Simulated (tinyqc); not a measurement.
# Disorder broadening of a flat band (such as a Landau level) in the self-consistent Born approximation: effects of single changes

The local Green function is G = g0(z - Sigma) with z = E + i eta and g0(z) = 1/z; the self-energy is Sigma = D G. The density of states is -Im G/pi.

Values chosen for this exercise: variance of the random potential D = 0.25 eV^2; bare broadening eta = 0.05 eV; energy from the band centre E = -0.048 eV.

Each table varies one quantity; the others keep the values above.

## Effect of the mixing

G = g0(z - Sigma), Sigma(out) = D G, Sigma(new) = Sigma + mix (Sigma(out) - Sigma). Iterations from Sigma = 0 until |Sigma(out) - Sigma| < 1e-10 eV, at most 500. The factor is |1 - mix + mix L|, L = d Sigma(out)/d Sigma at the solution.

Result of one run:
```
mix  iterations    factor
0.5          13  0.065928
```

What becomes of these results when the mixing mix is changed from 0.5 to 0.85, all else the same?

Result of the changed run:
```
mix   iterations   factor
0.85          51  0.61991
```

The whole series:
```
mix   iterations    factor
0.1          108   0.80999
0.2           51   0.62012
0.3           31   0.43060
0.5           13  0.065928
0.7           24   0.33595
0.85          51   0.61991
1            237   0.90477
```

L = -0.901+0.087i. The fewest iterations, 13, come at mix = 0.5; the smallest factor, 0.0659, is at mix = 0.5. As a function of mix the factor has its minimum at Re(1 - L)/|1 - L|^2 = 0.525, below 1, so damping helps.

## Effect of the disorder strength

Sigma is iterated to self-consistency (retarded branch, Im Sigma < 0); first Born means Sigma = D g0(z) put once into G = g0(z - Sigma); clean means Sigma = 0. Closed form: G = (z - sqrt(z^2 - 4 D))/(2 D) with the root that gives Im G < 0; for eta -> 0 a semi-ellipse of half-width 2 sqrt(D).

The same in every row: DOS, clean (1/eV) = 3.3130.

Effect of the disorder strength:
```
D (eV^2)  Re Sigma (eV)  Im Sigma (eV)  DOS, self-consistent (1/eV)  DOS, first Born (1/eV)
0.011         -0.018300      -0.080269                       2.3228                  1.6950
0.02          -0.019764       -0.11666                       1.8567                 0.91611
0.039         -0.020964       -0.17263                       1.4090                 0.44708
0.073         -0.021780       -0.24528                       1.0695                 0.23014
0.14          -0.022397       -0.34923                      0.79403                 0.11712
0.26          -0.022823       -0.48495                      0.59371                0.062229
0.49          -0.023143       -0.67504                      0.43851                0.032770
0.93          -0.023378       -0.93939                      0.32152                0.017194
```

|Im Sigma| rises from 0.0803 to 0.939 eV, as D^(0.63) between the first two rows and D^(0.52) between the last two (the golden rule gives power 1, broadening wider than the band power 1/2). First Born is 27 % below the self-consistent density of states in the first row and 0.053 times it in the last.

Range of the model: The self-consistent Born approximation misses band tails from rare fluctuations and localisation.

tinyqc, about 0.01 s, one thread, Intel Xeon 2.30GHz (shared host): `OMP_NUM_THREADS=1 python tinyqc.py 2720112 2720113 out.jsonl`
